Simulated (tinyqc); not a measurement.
# Off-state leakage of single and stacked transistors: leakage components against the temperature

n-channel devices of unit width. Subthreshold current I(Vg, Vs, Vd) = I0 (T/300 K)^0.5 exp[(Vg - Vs - VT(T) - gb (Vs - Vb) + dd (Vd - Vs))/(nf Vt)] (1 - exp(-(Vd - Vs)/Vt)), VT(T) = VT - cT (T - 300 K). Gate-edge tunnelling Ig (Vd/1 V) exp(ag (Vd - 1 V)), for a gate at 0 V, and band-to-band leakage Ab u exp(-Bb/u), u = Vd - Vb + 1 V, flow at a drain held at V; both are taken as independent of T. In a stack of off transistors (all gates at 0 V) the same subthreshold current passes through each.

One transistor with Vg = Vs = 0, Vd = V; stack factor I(one)/I(two in series).

Values chosen for this exercise; values of the order met in bulk silicon logic transistors:
```
symbol  value       unit                                             meaning
V           1          V                                      supply voltage
VT       0.33          V        threshold at 300 K, zero drain and body bias
cT        0.7       mV/K              fall of the threshold with temperature
I0       0.15      uA/um                       current at threshold at 300 K
nf       1.29                                                   slope factor
dd       0.07                                drain-induced lowering per volt
gb       0.19             rise of the threshold per volt of source-body bias
Ig       1e-6      uA/um                 gate-edge tunnelling current at 1 V
ag        4.3        1/V               exponential slope of the gate current
Ab          1  uA/(um V)      prefactor of band-to-band leakage at the drain
Bb         26          V                             its exponential voltage
Vb       -0.6          V                                        body voltage
```

Constants: q = 1.602176634e-19 C, kB = 1.380649e-23 J/K, Vt = kB T/q. Results are converted to the units shown.

The same in every row: gate edge (nA/um) = 0.0010000; band-to-band (nA/um) = 0.11804.

Result of one run:

| T (K) | subthreshold (nA/um) | total (nA/um) | stack factor | largest part |
|---|---|---|---|---|
| 300 | 0.0020212 | 0.12106 | 8.2087 | band-to-band |

What becomes of these results when the temperature T is changed from 300 to 375 K, all else the same?

Result of the changed run:

| T (K) | subthreshold (nA/um) | total (nA/um) | stack factor | largest part |
|---|---|---|---|---|
| 375 | 0.075009 | 0.19405 | 5.8205 | band-to-band |

The whole series:

| T (K) | subthreshold (nA/um) | total (nA/um) | stack factor | largest part |
|---|---|---|---|---|
| 250 | 5.5586e-5 | 0.11910 | 11.768 | band-to-band |
| 275 | 3.9385e-4 | 0.11943 | 9.6522 | band-to-band |
| 300 | 0.0020212 | 0.12106 | 8.2087 | band-to-band |
| 325 | 0.0080911 | 0.12713 | 7.1760 | band-to-band |
| 350 | 0.026641 | 0.14568 | 6.4085 | band-to-band |
| 375 | 0.075009 | 0.19405 | 5.8205 | band-to-band |
| 400 | 0.18595 | 0.30499 | 5.3582 | subthreshold |
| 425 | 0.41503 | 0.53407 | 4.9869 | subthreshold |

As T goes from 250 to 425, the total leakage rises from 0.119 to 0.534 nA/um. The band-to-band part leads at T = 250, the subthreshold part from 400 on. The subthreshold part doubles every 21.6 K between the last two rows. The reduction by a stack of two falls from 11.8 to 4.99, for the subthreshold part alone.

Numbers from tinyqc (`OMP_NUM_THREADS=1 python tinyqc.py 2242057 2242058 out.jsonl`; about 0.03 s on one thread of a shared Intel Xeon 2.30GHz).
